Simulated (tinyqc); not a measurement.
# Convergence with the mesh in the empty well

In an empty well of width L and depth Vb, level k solves kw L/2 = (k - 1) pi/2 + arctan(sqrt((mw/mb)(Vb - E)/E)) with kw = sqrt(mw E/C), C = hbar^2/(2 m0). Mesh: N intervals across the well, hz = L/N, nodes at (i + 1/2) hz from an edge, mass (mw + mb)/2 on the interval that holds an interface, walls 3 L outside the edges; H_ii = C (1/m_(i-1/2) + 1/m_(i+1/2))/hz^2 + V_i, H_(i,i+1) = -C/(m_(i+1/2) hz^2). No field, no charge.

Parameters, values chosen for the exercise; material values close to those of GaN in AlGaN:
```
symbol  value  unit                       meaning
mw      0.198    m0      mass along z in the well
mb      0.253    m0  mass along z in the barriers
Vb        0.4    eV                barrier height
L          22    nm                    well width
```

Constants: q = 1.602176634e-19 C, hbar = 1.054571817e-34 J s, m0 = 9.1093837015e-31 kg, hbar^2/(2 m0) = 0.0380998212 eV nm^2. Results are converted to the units shown.

The same in every row: exact E1 (meV) = 3.4188.

Convergence with the mesh in the empty well:
```
N    E1 on the mesh (meV)  error (%)
4                  2.1837      -36.1
8                  2.8230      -17.4
16                 3.1954      -6.54
32                 3.3516      -1.96
64                 3.4010     -0.522
128                3.4143     -0.133
```

What does the table show?

The error goes from -36 % to -0.13 %; between N = 32 and 64 it shrinks by a factor of 3.8, the 4 of a second-order scheme.

Computed by the program tinyqc: `OMP_NUM_THREADS=1 python tinyqc.py 2140145 2140146 out.jsonl`, one thread of a shared Intel Xeon 2.30GHz, about 0.2 s for the whole run.
